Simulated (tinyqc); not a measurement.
Inside a calculation: coherent potential approximation for a binary alloy with a semi-elliptic band. Values are carried at full precision from step to step, so a last printed digit may differ when a step is redone from the rounded ones.

Site levels eA = -x d (share 1 - x) and eB = (1 - x) d (share x), so that their mean, the virtual crystal, is 0. Pure band: G0(z) = 2 (z - sqrt(z - W) sqrt(z + W))/W^2 with principal roots, density -Im G/pi per site. The medium has a self-energy S(z), G = G0(z - S), z = E + i eta. t_i = (e_i - S)/(1 - (e_i - S) G); the CPA demands <t> = (1 - x) tA + x tB = 0. Iteration: start at S = 0, set S(new) = S + <t>/(1 + <t> G), stop when |<t>| < 1e-9 eV.

Constants: hbar = 6.58211957e-16 eV s.

Values chosen for the exercise: W = 2.3 eV (half width of the pure band); x = 0.18 (fraction of B); d = 0.95 eV (eB - eA); eta = 0.046 eV (broadening); E = 0.41 eV (energy).

## First step: the average t-matrix

With S = 0 form G, tA, tB, <t> and the new S.

eA, eB (eV): [-0.1710, 0.7790]

G = 0.15186-0.83843i 1/eV

tA, tB (eV): [-0.1635-0.0228i, 0.5705-0.4226i]

<t> = -0.0314-0.0948i eV
S after one step = -0.0356-0.1031i eV

## The self-consistent medium

Iterate.

Iterations:
```
i             S (eV)          G (1/eV)  |<t>| (eV)
0            0.00000  0.15186-0.83843i      0.0999
1  -0.03559-0.10306i  0.15736-0.79867i     0.00491
2  -0.03921-0.10641i  0.15838-0.79722i    0.000227
3  -0.03942-0.10646i  0.15846-0.79718i    1.04e-05
4  -0.03944-0.10646i  0.15846-0.79718i    4.79e-07
5  -0.03944-0.10646i  0.15846-0.79718i    2.20e-08
6  -0.03944-0.10646i  0.15846-0.79718i    1.01e-09
7  -0.03944-0.10646i  0.15846-0.79718i    4.66e-11
```

S = -0.03944-0.10646i eV
G = 0.15846-0.79718i 1/eV

Converged at i = 7. The first step gave -0.0356-0.1031i eV.

## Densities on A and B, and the lifetime

G_i = G/(1 - (e_i - S) G); densities -Im G_i/pi; their weighted sum must be -Im G/pi. Lifetime hbar/(2 |Im S|), which has a meaning only while |Im S| is small against W. Weak-scattering value of S: x (1 - x) d^2 G.

densities (1/eV): on A 0.2597, on B 0.2266, weighted sum 0.2538, medium 0.2538

lifetime = 3.09 fs
weak-scattering S = 0.0211-0.1062i eV

An A site carries the larger density here, by a factor 1.15; the weak-scattering value is 53 % from S.

## Checks

- Weighted sum of the partial densities against the density of the medium: both 0.25375.

Run: tinyqc, `OMP_NUM_THREADS=1 python tinyqc.py 1481943 1481944 out.jsonl`; Intel(R) Xeon(R) Processor @ 2.30GHz, one thread, shared host; about 0.01 s of CPU time with all checks.
